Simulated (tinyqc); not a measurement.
Channel length: inversion-layer mobility, back-scattering and ballistic limit of a field-effect transistor. Computed by tinyqc, a small Python program. Command: `OMP_NUM_THREADS=1 python tinyqc.py 3015279 3015280 out.jsonl mos walk`. One thread of a shared host (Intel(R) Xeon(R) Processor @ 2.30GHz), about 0.01 s of CPU time with the checks.

The charge at the top of the source barrier is fixed by the gate; series resistance and short-channel effects are left out. F_j are Fermi integrals normalised to exp(eta) in the classical limit.

Inputs (values chosen for the exercise, modelled on a strained silicon n-channel):
```
quantity                                       value        unit
transport mass m                                0.18         m_0
valley degeneracy g_v                              2           -
weight w of the inversion charge                 0.5           -
permittivity eps                                11.7           -
phonon mobility at 1 MV/cm and 300 K, mu_ph      560  cm^2/(V s)
roughness mobility at 1 MV/cm, mu_sr            2300  cm^2/(V s)
Coulomb mobility at N_inv = 1e12/cm^2, mu_C      550  cm^2/(V s)
electrical oxide thickness t_inv                 4.5          nm
depletion charge N_dep                       2.2e+12      1/cm^2
gate overdrive V_G - V_T                        0.84           V
drain voltage V_D                               0.05           V
exponent a of the critical length               0.64           -
temperature T                                    300           K
```

Statistics at the top of the barrier: Fermi-Dirac.

Constants: eps_0 = 8.8541878128e-12 F/m; e = 1.602176634e-19 C; m_0 = 9.1093837015e-31 kg; k_B = 1.380649e-23 J/K; hbar = 1.054571817e-34 J s; k_B = 8.617333262e-05 eV/K.

Method:
- N_inv = 3.9 eps_0 (V_G - V_T)/(e t_inv); effective field E_eff = e (N_dep + w N_inv)/(eps eps_0).
- mu_phonon = mu_ph (E_eff/1 MV/cm)^(-0.3) (T/300 K)^(-1.75); mu_rough = mu_sr (E_eff/1 MV/cm)^(-2); mu_Coulomb = mu_C (N_inv/1e12 cm^-2) (T/300 K); Matthiessen's rule adds 1/mu.
- F_j(eta) = (1/Gamma(j + 1)) int_0^infinity x^j/(1 + exp(x - eta)) dx, F_0 = ln(1 + exp(eta)). Integrals over x = E/(k_B T) use 160 Gauss-Legendre points in u = sqrt(x) from 0 to sqrt(max(eta, 0) + 32).
- Ballistic channel: N_2D = g_v m k_B T/(pi hbar^2), U = e V_D/(k_B T); eta_F solves N_inv = (N_2D/2)[F_0(eta_F) + F_0(eta_F - U)]; v_T = sqrt(2 k_B T/(pi m)); I/W = e (N_2D/2) v_T [F_1/2(eta_F) - F_1/2(eta_F - U)]; injection velocity v_T F_1/2(eta_F)/F_0(eta_F).
- Mean free path lambda = (2 k_B T/e)(mu/v_T) F_0(eta_0)/F_-1/2(eta_0), with eta_0 from N_inv = N_2D F_0(eta_0); critical length l = L (1 + U)^(-a), an empirical rule; back-scattering r = l/(l + lambda). Then eta solves N_inv = (N_2D/2)[(1 + r) F_0(eta) + (1 - r) F_0(eta - U)] and I/W = e (N_2D/2) v_T (1 - r)[F_1/2(eta) - F_1/2(eta - U)].
- The last column is the long-channel law e N_inv mu V/L with V = V_D - V_D^2/(2 V_ov) below pinch-off and V_ov/2 above, V_ov = V_G - V_T.

inversion density N_inv = 4.02318e+12 1/cm^2

effective mobility mu = 453.185 cm^2/(V s)

ballistic current I/W = 600.721 microampere/micrometre

Currents (microampere/micrometre):
```
L (nm)        r     I/W  ballistic ratio  long-channel law
5       0.10029  513.69          0.85512            2834.2
10      0.18230  448.06          0.74587            1417.1
20      0.30838  356.12          0.59283             708.6
40      0.47140  251.73          0.41905             354.3
80      0.64075  158.23          0.26341             177.1
160     0.78104   90.63          0.15088              88.6
400     0.89917   39.68          0.06606              35.4
1000    0.95707   16.49          0.02746              14.2
```

What does the comparison show, and why?

The current scales as L^-0.96 at the long end and as L^-0.20 at the short end, where it reaches 86 % of the ballistic 601. The long-channel law passes the ballistic limit between 20.0 and 40.0 nm and has no meaning below. At 1000 nm the model gives 1.16 times the long-channel law; the rule for l is a fit for short devices and fails wherever the model exceeds that law. Raising mu by 10 % at 20 nm raises I by 3.9 %.

Extremes, crossings and ranges named in words are read from the listed rows.
